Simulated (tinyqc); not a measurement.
Microkinetic model of low-temperature epitaxy from hydride gases: adsorption, hydrogen desorption and rate control: one step, computed by the program tinyqc.

Each hydride molecule needs two free sites and leaves four hydrogen atoms, of which two leave at once as H2; theta is the hydrogen coverage, the site density is 6.78 per nm^2 and one layer is 1.358 angstrom thick.

Question. Degrees of rate control. With k the hydride and k_H the hydrogen adsorption rate on free pairs and k_d the desorption rate, steady state: 2 (k + k_H)(1 - theta)^2 = k_d theta; growth rate R = k (1 - theta)^2 layers/s; 1 layer/s = 8.148 nm/min. X_i = d ln R/d ln k_i at fixed other constants. With f = 1 - theta and a = 2/f + 1/theta: d ln f/d ln k_d = 1/(a f), so X_d = 2/(a f), X_k = 1 - X_d k/(k + k_H), X_H = -X_d k_H/(k + k_H); they sum to 1.

Inputs (values chosen for the exercise, close to those used for silane and germane on Si(001)): temperature T = 460 C.

Film: silicon-germanium. Order of hydrogen desorption: first.

hydrogen coverage theta = 0.5162001

k = 0.3261407 1/s

k_H = 0 1/s

Give: X_d (desorption); X_k (hydride adsorption); X_H (hydrogen adsorption).

Answer.

X_d (desorption) = 0.6809

X_k (hydride adsorption) = 0.3191

X_H (hydrogen adsorption) = 0
